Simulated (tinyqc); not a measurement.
Gain against bias and Miller's formula: avalanche multiplication and breakdown of a junction from ionisation integrals. Computed by tinyqc, a small Python program. Command: `OMP_NUM_THREADS=1 python tinyqc.py 3009673 3009674 out.jsonl impact walk`. One thread of a shared host (Intel(R) Xeon(R) Processor @ 2.30GHz), about 0.01 s of CPU time with the checks.

Ionisation coefficients follow the local field. Position x runs through the depletion layer from the p side (x = 0), where electrons enter, to the n side (x = w), where holes enter. The built-in voltage is neglected.

Inputs (values chosen for the exercise, modelled on GaAs):
```
quantity,value,unit
electron prefactor a_n,204000,1/cm
electron field b_n,562000,V/cm
hole prefactor a_p,239000,1/cm
hole field b_p,655000,V/cm
exponent c,1.8,-
permittivity eps,12.9,-
doping gradient a,5.9e+18,1/cm^4
```

Junction: linearly graded.

Constants: e = 1.602176634e-19 C; eps_0 = 8.8541878128e-12 F/m.

Method:
- alpha_n = a_n exp(-(b_n/F)^c), alpha_p = a_p exp(-(b_p/F)^c).
- Field F = F_m [1 - (2x/w - 1)^2], w = sqrt(8 eps eps_0 F_m/(e a)), V = (2/3) F_m w.
- With Phi(x) = int_0^x (alpha_n - alpha_p) dx': 1 - 1/M_n = I_n = int_0^w alpha_n exp(-Phi) dx and M_p = M_n exp(-Phi(w)); trapezoid rule on 401 even points; breakdown at I_n = 1.
- Solve I_n(F_m) = 1.
- Miller's exponent n is defined by 1 - 1/M = (V/V_B)^n for the larger M.

breakdown voltage = 275.060 V

critical field F_m = 0.260170 MV/cm

Gain:
```
V/V_B,V (V),F_m (MV/cm),M_n,M_p,Miller exponent n
0.50,137.53,0.16390,1.005,1.0003,7.5363
0.60,165.04,0.18508,1.039,1.0039,6.4102
0.70,192.54,0.20511,1.167,1.0248,5.4465
0.80,220.05,0.22421,1.562,1.1112,4.5809
0.90,247.55,0.24252,3.028,1.4995,3.8040
0.95,261.31,0.25142,6.161,2.3899,3.4531
0.98,269.56,0.25669,15.708,5.1578,3.2558
0.99,272.31,0.25843,31.670,9.8036,3.1924
```

What does the comparison show, and why?

The larger gain passes 2 between 0.800 and 0.900 of V_B and reaches 31.7 at 0.99. Miller's exponent runs from 3.2 to 7.5, so it is not a constant: a fit holds over a narrow range only. From the first row to the last the voltage grows by a factor 1.98 and the peak field by 1.58.

Extremes, crossings and ranges named in words are read from the listed rows.
